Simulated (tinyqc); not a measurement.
## Stacked nanosheet transistor, parasitic resistance, capacitance and delay: effect of the number of sheets

Ns sheets share one contact on top; each has perimeter p = 2 (Ws + ts) and cross-section A = Ws ts; contact width Wc = Ws + 10 nm, stack height Hs = Ns pv. Sheet 1 is the top one. Contact length Lc = CPP - Lg - 2 Lsp, shared by two neighbouring gates. Source and drain sides are equal. The formulas are first-order estimates, not field solutions.

Epitaxy sheet resistance Rsh = re/te, transfer length LT = sqrt(rc/Rsh), contact Rc = [sqrt(rc Rsh)/Wc] coth(Lc/(2 LT)); extension of one sheet Rx = rx Lsp/A. With N sheets: gate Cg = Cinv p N Lg; per side, plate Cp = ks eps0 [Wc (Hs + Hc) - N A]/Lsp, top fringe Cf = (2/pi) ks eps0 Wc ln(1 + Lg/(2 Lsp)), overlap Co = Cinv p N Lov. One sheet: I = p Q vx u/(1 + |u|^1.8)^(1/1.8), Q = Cinv n Vt ln(1 + exp((Vg' - VT + dl Vd')/(n Vt))), u = Vd' mu/(vx Lg), Vg' = Vgs - v, Vd' = Vds - 2 v, with the drop on each side v_j = Rc sum I + rv (sum over levels k = 2..j of the current of sheets k..Ns) + Rx I_j. Ieff = [I(Vgs = Vdd, Vds = Vdd/2) + I(Vdd/2, Vdd)]/2, total currents. With Cs = Cp + Cf + Co, the load of an inverter of two such devices driving an equal one is CL = 2 (Cg + 2 Cs) + 4 Cs + Cw (own drains counted twice for the Miller effect); delay CL Vdd/(2 Ieff).

Values chosen for this exercise; values close to those of silicon logic devices: temperature T = 300 K; sheet width Ws = 12 nm; sheet thickness ts = 5 nm; vertical pitch of the sheets pv = 12 nm; vertical resistance between sheet levels rv = 96 ohm; contacted gate pitch CPP = 48 nm; gate length Lg = 16 nm; spacer length Lsp = 7 nm; relative permittivity of the spacer ks = 5.5; gate height above the channel stack Hc = 15 nm; contact resistivity rc = 2.3e-9 ohm cm^2; resistivity of the source-drain epitaxy re = 0.00068 ohm cm; current-carrying depth of the epitaxy te = 20 nm; resistivity of the extension rx = 0.0013 ohm cm; gate overlap Lov = 0.5 nm; inversion capacitance Cinv = 2.6 uF/cm^2; injection velocity vx = 1e7 cm/s; apparent mobility mu = 200 cm^2/(V s); threshold at zero drain voltage VT = 0.23 V; barrier lowering dl = 0.05 V/V; subthreshold factor n = 1.15; wire load Cw = 0.29 fF; supply voltage Vdd = 0.8 V.

Constants: q = 1.602176634e-19 C, kB = 1.380649e-23 J/K, eps0 = 8.8541878128e-12 F/m, Vt = kB T/q. Results are converted to the units shown.

The same in every row: Rc (ohm) = 1208.

Results:

| Ns | Rx/N (ohm) | Ieff (uA) | CL (aF) | delay (ps) |
|---|---|---|---|---|
| 1 | 1517 | 26.26 | 355.7 | 5.418 |
| 2 | 758.3 | 46.26 | 398.9 | 3.449 |
| 3 | 505.6 | 60.69 | 442.1 | 2.913 |
| 4 | 379.2 | 70.83 | 485.2 | 2.740 |
| 6 | 252.8 | 83.30 | 571.6 | 2.745 |

Estimate the missing row, Ns = 5.

Computed row:

| Ns | Rx/N (ohm) | Ieff (uA) | CL (aF) | delay (ps) |
|---|---|---|---|---|
| 5 | 303.3 | 78.04 | 528.4 | 2.709 |

With this row back in the table: As Ns goes from 1 to 6, Ieff rises from 26.3 to 83.3 uA, CL rises from 356 to 572 aF and the delay goes from 5.42 through a minimum of 2.71 (at Ns = 5 among the rows listed) to 2.74 ps. From the first row to the last Ieff grows by a factor of 3.17 and CL by 1.61; the first step changes the delay by -36 %, the last by 1.3 %.

Computed by the program tinyqc: `OMP_NUM_THREADS=1 python tinyqc.py 2170044 2170045 out.jsonl`, one thread of a shared Intel Xeon 2.30GHz, about 0.06 s for the whole run.
